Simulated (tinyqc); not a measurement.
MOS inversion layer, Poisson-Schroedinger loop: one step of the calculation.

Electrons confined at an insulator interface at z = 0, treated as a hard wall; parabolic valleys, Hartree approximation, no image or exchange terms. The depletion charge lies far deeper than the electrons and gives a uniform field q Nd/(eps0 eps_r); the gate balances all charge. Energies are counted from the band edge at the interface.

Task. Converged levels, occupations and centroid. Tridiagonal Hamiltonian with psi = 0 one step beyond both ends: H_ii = C (1/m_(i-1/2) + 1/m_(i+1/2))/hz^2 + V0_i + U_i (+ dE for the set B), H_(i,i+1) = -C/(m_(i+1/2) hz^2), C = hbar^2/(2 m0). The lowest 2 level(s) of each valley set are kept, normalised to hz sum |psi|^2 = 1. The mass is the same on all intervals.

Level k holds N_k = D_k Vt ln(1 + exp((EF - E_k)/Vt)) with D = 2 md1 m0 q/(pi hbar^2) for the set A, D = 4 md2 m0 q/(pi hbar^2) for the set B per eV (spin included); EF is fixed by sum N_k = Ns.

Solve for the levels with V0 + U, find EF, n_i = sum_k N_k |psi_k|^2 (in cm^-3); share of each level N_k/Ns; centroid sum n z/sum n.

Values chosen for this exercise; masses and permittivity close to those of silicon (100): temperature T = 77 K; mass along z of valley set A (2 valley(s)) mz1 = 0.931 m0; in-plane density-of-states mass of set A md1 = 0.192 m0; mass along z of valley set B (4 valley(s)) mz2 = 0.19 m0; in-plane density-of-states mass of set B md2 = 0.412 m0; sheet density of electrons Ns = 1.7e12 cm^-2; extra shift of set B (strain) dE = 0 eV; mesh step hz = 0.91 nm.

Constants: q = 1.602176634e-19 C, kB = 1.380649e-23 J/K, hbar = 1.054571817e-34 J s, m0 = 9.1093837015e-31 kg, Vt = kB T/q, hbar^2/(2 m0) = 0.0380998212 eV nm^2. Results are converted to the units shown.

```
node,z (nm),fixed potential V0 (eV),converged U (eV)
1,0.91,0.02111098,0.023925780
2,1.82,0.04222197,0.037359997
3,2.73,0.06333295,0.041411704
4,3.64,0.08444393,0.042210280
5,4.55,0.10555491,0.042332179
6,5.46,0.12666590,0.042350961
7,6.37,0.14777688,0.042354887
8,7.28,0.16888786,0.042355940
9,8.19,0.18999885,0.042356229
10,9.1,0.21110983,0.042356302
11,10.01,0.23222081,0.042356319
12,10.92,0.25333179,0.042356323
13,11.83,0.27444278,0.042356323
14,12.74,0.29555376,0.042356323
15,13.65,0.31666474,0.042356323
```

Wanted: levels; EF; shares; n; centroid.

Result.

levels (eV): A1 0.09716, A2 0.14719, B1 0.14984, B2 0.23219
EF = 0.10619 eV
shares (%): A1 99.497, A2 0.129, B1 0.373, B2 0.000

```
node,n (1e18 cm^-3)
1,8.1918
2,7.3259
3,2.5401
4,0.5284
5,0.0805
6,0.0116
7,0.0022
8,0.0006
9,0.0002
10,0.0000
11,0.0000
12,0.0000
13,0.0000
14,0.0000
15,0.0000
```

centroid = 1.6110 nm

Program tinyqc, `OMP_NUM_THREADS=1 python tinyqc.py 2160072 2160073 out.jsonl`; Intel Xeon 2.30GHz, shared host, one thread, about 0.9 s.
